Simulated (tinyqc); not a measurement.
# Which input was changed?

Model: polytypes and stacking faults of a tetrahedral semiconductor in an axial Ising model with couplings up to third neighbours. Computed by tinyqc, a small Python program. Command: `OMP_NUM_THREADS=1 python tinyqc.py 3025836 3025837 out.jsonl polytype which`. One thread of a shared host (Intel(R) Xeon(R) Processor @ 2.30GHz), about 0.09 s of CPU time with the checks.

Each double layer has s = +1 or -1 for the sense of its stacking step; E per pair of atoms = E0 - sum_n J_n <s_i s_(i+n)>, n = 1, 2, 3. Hexagonality h = (1 - <s_i s_(i+1)>)/2.

Inputs (values chosen for the exercise, for a model crystal):
```
quantity                                    value      unit
J1                                           8.43  meV/pair
J2                                         -0.551  meV/pair
J3                                          -0.55  meV/pair
basal lattice constant a                     3.84  angstrom
shear modulus G                              64.7       GPa
Poisson ratio nu                             0.27         -
gap of 3C                                    1.17        eV
gap of 4H                                     1.1        eV
binding energy of the fault level E_b       0.091        eV
in-plane mass m                              0.36        m0
effective density of states N_c at 300 K    3e+19    1/cm^3
electron density n                        5.6e+17    1/cm^3
temperature T                                 400         K
```

Host polytype: 3C.

correlations of the repeat units 3C (+), 2H (+-), 4H (++--), 6H (+++---), 15R (+++--), 8H (++++----), 21R (++++---), 9R (++-):
```
         n = 1      n = 2      n = 3
3C    1.000000   1.000000   1.000000
2H   -1.000000   1.000000  -1.000000
4H    0.000000  -1.000000   0.000000
6H    0.333333  -0.333333  -1.000000
15R   0.200000  -0.600000  -0.600000
8H    0.500000   0.000000  -0.500000
21R   0.428571  -0.142857  -0.714286
9R   -0.333333  -0.333333   1.000000
```

fault coefficients k_n:
```
               J1  J2  J3
intrinsic       4   4   4
extrinsic       4   8   8
twin boundary   2   4   6
```

Constants: 1 eV/angstrom^2 = 16.02176634 J/m^2; m_0 = 9.1093837015e-31 kg; hbar = 1.054571817e-34 J s; k_B = 1.380649e-23 J/K; k_B = 8.617333262e-05 eV/K.

Method:
- E - E(3C) = sum_n J_n (1 - C_n), C_n = <s_i s_(i+n)>. The gap is taken linear in h between 3C (h = 0) and 4H (h = 1/2), a rough rule, with a dash beyond.
- Faults in 3C: the sequences intrinsic (-), extrinsic (--), twin boundary (+ turns to -) are put between perfect repeats; k_n = (layers x C_n of the host) - sum_i s_i s_(i+n). gamma = sum k_n J_n/A, A = (sqrt 3/2) a^2; 1 meV/angstrom^2 = 16.02177 mJ/m^2.
- Screw line, bounded by the intrinsic fault of energy gamma: b = a, partials b_p = a/sqrt 3; d = G b_p^2 (2 - 3 nu)/(8 pi gamma (1 - nu)). One partial is driven off by the shear stress gamma/b_p along its Burgers vector.
- The fault binds electrons in a two-dimensional band E_b below the conduction edge, g2 = m m0/(pi hbar^2) for one valley. With the Fermi level held by the bulk, eta = ln[n/N_c(T)], N_c(T) = N_c (T/300)^1.5, the grand potential falls by g2 (k_B T)^2 F1(x), x = eta + E_b/(k_B T), F1(x) = integral from 0 to infinity of ln(1 + exp(x - t)) dt; sheet density g2 k_B T ln(1 + e^x). Band bending by the trapped charge is left out, so the gain is an upper bound.
- Net fault energy = gamma of the intrinsic fault less the electronic gain.

Problem. One of these inputs alone was changed, within the range given: J1 (4.215 to 16.86); J3 (-1.1 to -0.275); shear modulus G (32.35 to 129.4); temperature T (200 to 800). Which one, and to what value?

Results:
```
run     splitting width d (nm)  electronic gain (mJ/m^2)  E(6H) - E(3C) (meV/pair)
before                5.607996                0.04671548                  3.785333
after                 3.978470                0.04671548                  3.785333
```

Solution.

Each candidate set to reproduce splitting width d, and what it then gives:
```
candidate              range searched  value needed  electronic gain (mJ/m^2)  E(6H) - E(3C) (meV/pair)
J1 (meV/pair)          4.215 to 16.86         11.43                  0.046715                    5.7866
J3 (meV/pair)          -1.1 to -0.275  out of reach                         -                         -
shear modulus G (GPa)  32.35 to 129.4         45.90                  0.046715                    3.7853
temperature T (K)          200 to 800     no effect                         -                         -
```

Only shear modulus G fits every result: it went from 64.7 to 45.9 GPa. The next best candidate, J1, misses one result by 53 %.
